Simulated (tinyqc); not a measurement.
Floating body of a partially depleted SOI transistor: body voltage and kink: one step of the calculation.

Source at 0 V. Channel current Ic = 2 nf K Vt^2 [F(0) - F(Vd)](1 + la Vd), F(V) = ln^2(1 + exp((Vg - VT - nf V)/(2 nf Vt))), VT = VT0 - gb Vb. Saturation voltage Vs = 2 Vt sqrt(F(0)) + 3 Vt, excess Ve = (Vd - Vs + sqrt((Vd - Vs)^2 + 0.0004 V^2))/2, multiplication M1 = Ai Ve exp(-Bl/Ve). Each junction passes D(v) = J1 (exp(v/Vt) - 1) + J2 (exp(v/(2 Vt)) - 1). Bipolar current Ib = bb J1 (exp(Vb/Vt) - 1). The body settles where M1 (Ic + Ib) = D(Vb) + D(Vb - Vd) + Vb/Rb; drain current Id = (1 + M1)(Ic + Ib) - D(Vb - Vd).

Question. Drain current with floating and with grounded body. Id and VT at the converged Vb, Id at Vb = 0, their ratio, and the bipolar share Ib/(Ic + Ib).

Parameters, values chosen for the exercise; values of the order met in partially depleted silicon-on-insulator transistors: temperature T = 398 K; threshold at zero body voltage VT0 = 0.43 V; fall of the threshold per volt of body voltage gb = 0.31; slope factor nf = 1.49; gain factor per width K = 440 uA/(V^2 um); channel-length modulation factor la = 0.07 1/V; impact-ionisation prefactor Ai = 1.36 1/V; impact-ionisation voltage Bl = 4.2 V; diffusion saturation current of each junction J1 = 2.6e-9 uA/um; recombination saturation current of each junction J2 = 3.3e-7 uA/um; gain of the lateral bipolar transistor on the diffusion current bb = 0.5; resistance of a weak body tie to the source (1e9 stands for no tie, and the term is then dropped) Rb = 5000 kohm um; gate voltage Vg = 0.7 V; drain voltage Vd = 1.8 V.

Constants: q = 1.602176634e-19 C, kB = 1.380649e-23 J/K, Vt = kB T/q. Results are converted to the units shown.

converged Vb = 0.72067578 V

Wanted: VT; Id, floating; Id, grounded; ratio; bipolar share.

Answer.

VT = 0.20659 V
Id, floating = 45.975 uA/um
Id, grounded = 14.388 uA/um
ratio = 3.1954
bipolar share = 4.1009 %

The body rises to 0.721 V and lowers the threshold by 223 mV.

Range of the model: The multiplication law is an empirical form chosen for the exercise; self-heating and capacitive coupling to the body are left out, and the linear laws are rough once Vb passes about 0.7 V or M1 about 0.1.

Program tinyqc, `OMP_NUM_THREADS=1 python tinyqc.py 2182038 2182039 out.jsonl`; Intel Xeon 2.30GHz, shared host, one thread, about 0.2 s.
